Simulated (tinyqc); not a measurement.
# Planar ballistic transistor, top-of-the-barrier model, step by step

Numbers from tinyqc (`OMP_NUM_THREADS=1 python tinyqc.py 2400005 2400006 out.jsonl`; about 0.01 s on one thread of a shared Intel Xeon 2.30GHz). Printed values are rounded.

At the top of the source barrier, states moving towards the drain are filled by the source (Fermi level 0) and states moving back by the drain (Fermi level -q Vd); nothing scatters. U is the shift of the band edge there, set by the capacitances CG, CD and CS (the total) and by the charge. Parabolic two-dimensional band; the source is grounded.

Values chosen for this exercise; mass and valleys close to those of indium arsenide:
- T = 400 K (temperature)
- m = 0.0286 m0 (effective mass)
- gv = 1 (valley degeneracy)
- eox = 3.9 (relative permittivity of the gate insulator)
- tox = 3.1 nm (insulator thickness)
- aG = 0.94 (gate control CG/CS)
- aD = 0.029 (drain control CD/CS)
- E0 = 0.17 eV (band edge at the barrier top above the source Fermi level at zero bias)
- Vg = 0.6 V (gate voltage)
- Vd = 0.1 V (drain voltage)

Constants: q = 1.602176634e-19 C, kB = 1.380649e-23 J/K, hbar = 1.054571817e-34 J s, m0 = 9.1093837015e-31 kg, Vt = kB T/q, eps0 = 8.8541878128e-14 F/cm where lengths are in cm. Results are converted to the units shown.

## Density of states, capacitances and charge at zero bias

N0 = gv m kB T/(pi hbar^2), CG = eps0 eox/tox, vT = sqrt(2 kB T/(pi m)), CS = CG/aG, n0 = n at U = 0 and Vd = 0. eta1 = -(E0 + U)/Vt, eta2 = eta1 - Vd/Vt, n = (N0/2)[F_0(eta1) + F_0(eta2)], F_0(x) = ln(1 + exp x). UL = -(aG Vg + aD Vd).

N0 = 4.11809e11 cm^-2
CG = 1.11391 uF/cm^2
CS = 1.18501 uF/cm^2
n0 = 2.95957e9 cm^-2
UL = -0.5669 eV

## Iteration 1: self-consistent potential at the barrier top

U at the start (U = UL) = -0.5669 eV

eta1 = -(E0 + U)/Vt, eta2 = eta1 - Vd/Vt, n = (N0/2)[F_0(eta1) + F_0(eta2)], F_0(x) = ln(1 + exp x). U(out) = UL + q (n - n0)/CS. Newton step: U(new) = U + (U(out) - U)/(1 + CQ/CS), CQ = (q/Vt) dn/d(eta1) with both F' summed; F_0'(x) = 1/(1 + exp(-x)).

eta1 = 11.5146
eta2 = 8.61345
n = 4.14450e12 cm^-2
U(out) = -0.00695157 eV
CQ = 1.91396 uF/cm^2
U after iteration 1 = -0.352781 eV

## Iteration 2: self-consistent potential at the barrier top

As before.

eta1 = 5.30273
eta2 = 2.40160
n = 1.60523e12 cm^-2
U(out) = -0.350268 eV
CQ = 1.82991 uF/cm^2
U after iteration 2 = -0.351794 eV

## Course of the iteration: self-consistent potential at the barrier top

Stop when U changes by less than 1e-9 eV, or after 90 iterations.

Course of the iteration:
```
iteration     U (eV)  |change| (eV)
1          -0.352781          0.214
2          -0.351794        9.88e-4
3          -0.351793        3.68e-7
4          -0.351793       5.17e-14
```

Converged in 4 iterations. At the end the number of correct digits about doubles with each step.

## Current, mean velocity and share of the gate voltage

converged U = -0.351793 eV

N0 = gv m kB T/(pi hbar^2), CG = eps0 eox/tox, vT = sqrt(2 kB T/(pi m)), CS = CG/aG, n0 = n at U = 0 and Vd = 0. eta1 = -(E0 + U)/Vt, eta2 = eta1 - Vd/Vt, n = (N0/2)[F_0(eta1) + F_0(eta2)], F_0(x) = ln(1 + exp x). I = q (N0/2) vT [F_(1/2)(eta1) - F_(1/2)(eta2)] per width, F_(1/2)(x) = (2/sqrt(pi)) int_0^infinity u^(1/2)/(1 + exp(u - x)) du. Mean velocity I/(q n). CQ = (q/Vt) dn/d(eta1); the band edge follows the gate as -dU/dVg = aG/(1 + CQ/CS).

eta1 = 5.27405
n = 1.59395e12 cm^-2
I = 743.313 uA/um
mean velocity = 2.91063e7 cm/s
CQ = 1.82766 uF/cm^2
-dU/dVg = 0.369742 eV/V

The carriers from the source are degenerate (eta1 = 5.27), and the mean velocity is 0.792 times vT = sqrt(2 kB T/(pi m)) = 3.67e7 cm/s. The drain fills a good part of the returning states, which lowers the mean.
